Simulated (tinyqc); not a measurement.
Polytypes and stacking faults of a tetrahedral semiconductor in an axial Ising model with couplings up to third neighbours: one step, computed by the program tinyqc.

Each double layer has s = +1 or -1 for the sense of its stacking step; E per pair of atoms = E0 - sum_n J_n <s_i s_(i+n)>, n = 1, 2, 3. Hexagonality h = (1 - <s_i s_(i+1)>)/2.

Task: Back from three energies to J1, J2, J3. With d2, d4, d6 the energies of 2H, 4H, 6H over 3C: d2 = 2 J1 + 2 J3, d4 = J1 + 2 J2 + J3, d6 = (2/3) J1 + (4/3) J2 + 2 J3, so J2 = (d4 - d2/2)/2, J3 = (3/4)(d6 - (2/3) d4), J1 = d2/2 - J3.

E(2H) - E(3C) = 3.62 meV/pair

E(6H) - E(3C) = -4.073333 meV/pair

E(4H) - E(3C) = -5.59 meV/pair

Give: J1 recovered; J2 recovered; J3 recovered.

Result:

J1 recovered = 2.07 meV/pair

J2 recovered = -3.7 meV/pair

J3 recovered = -0.2600 meV/pair
